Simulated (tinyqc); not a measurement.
MOS capacitor on a p-type substrate, surface potential from the exact charge relation: two steps of the calculation.

Uniform p-type substrate, Boltzmann statistics, full ionisation, classical densities. psi is the surface potential against the body (positive when the bands bend down) and u = psi/Vt. Traps are spread evenly over the gap and neutral at flat band, so their charge is -q Dit psi; the minority quasi-Fermi level is shifted by Vb.

Inputs (values chosen for the exercise); band and dielectric values close to those of 4H silicon carbide:

| symbol | value | unit | meaning |
|---|---|---|---|
| T | 300 | K | temperature |
| Eg | 3.28 | eV | band gap |
| eps_r | 9.85 |  | relative permittivity |
| Nc | 1.71e19 | cm^-3 | conduction-band density of states at T |
| Nv | 2.47e19 | cm^-3 | valence-band density of states at T |
| N | 1.1e16 | cm^-3 | acceptor density of the substrate |
| eox | 3.9 |  | relative permittivity of the gate insulator (close to silicon dioxide) |
| tox | 1.9 | nm | insulator thickness |
| Nf | 0 | cm^-2 | fixed charge at the interface, in units of q |
| Dit | 0 | cm^-2 eV^-1 | density of interface traps |
| Vb | 0 | V | reverse bias of the inversion layer against the body |
| Vg | -1.06 | V | gate voltage against the body |

Constants: q = 1.602176634e-19 C, kB = 1.380649e-23 J/K, Vt = kB T/q, eps0 = 8.8541878128e-14 F/cm where lengths are in cm. Results are converted to the units shown.

Question 1. Newton step for the surface potential. u = psi/Vt; F^2 = exp(-u) + u - 1 + r (exp(u) - u - 1); Qs = -sign(u) Q0 F; Cs = -dQs/dpsi = (Q0/Vt) |1 - exp(-u) + r (exp(u) - 1)|/(2 F). f = Vfb + psi + (q Dit psi - Qs)/Cox - Vg, f' = 1 + (Cs + q Dit)/Cox, psi(new) = psi - f/f'.

psi at the start = 1.9805088 V
Cox = 1.8174386 uF/cm^2
Vfb = -3.0405088 V
Q0 = 8.9146868 nC/cm^2
r = 2.7626945e-49

Give: u; F; Qs; Cs; f; f'; psi after iteration 1.

Answer 1.

u = 76.610
F = 8.6954
Qs = -77.517 nC/cm^2
Cs = 0.019829 uF/cm^2
f = 0.042652 V
f' = 1.0109
psi after iteration 1 = 1.9383 V

Question 2. Charges, field and capacitances at the solution. ni = sqrt(Nc Nv) exp(-Eg/(2 Vt)), Eg in volts; phiF = Vt ln(N/ni); Cox = eps0 eox/tox; Vfb = phiM - chi - (Eg - Vt ln(Nv/N)) - q Nf/Cox; Q0 = sqrt(2 eps0 eps_r q N Vt); r = (ni/N)^2 exp(-Vb/Vt); VT = Vfb + [(2 phiF + Vb)(1 + q Dit/Cox) + sqrt(2 eps0 eps_r q N (2 phiF + Vb))/Cox].

Low frequency: 1/C_LF = 1/Cox + 1/(Cs + q Dit). High frequency, in the simple estimate in which traps and minority carriers do not follow: 1/C_HF = 1/Cox + 1/Cd, Cd being Cs with r = 0 at the same psi. Minority sheet density N_inv = (Q0/(2 q)) int_0^u r (exp(t) - 1)/F(t) dt for u > 0. Oxide field |Qs - q Dit psi + q Nf|/(eps0 eox).

converged psi = 1.9383201 V

Wanted: Qs; N_inv; oxide field; Cs; C_LF/Cox; C_HF/Cox.

Answer 2.

Qs = -76.675 nC/cm^2
N_inv = 3.2846e-7 cm^-2
oxide field = 0.22205 MV/cm
Cs = 0.020046 uF/cm^2
C_LF/Cox = 0.010910
C_HF/Cox = 0.010910

The surface is in weak inversion (borders at |psi| = 0, phiF + Vb and 2 phiF + Vb = 2.89 V).

Numbers from tinyqc (`OMP_NUM_THREADS=1 python tinyqc.py 2060089 2060090 out.jsonl`; about 0.01 s on one thread of a shared Intel Xeon 2.30GHz).
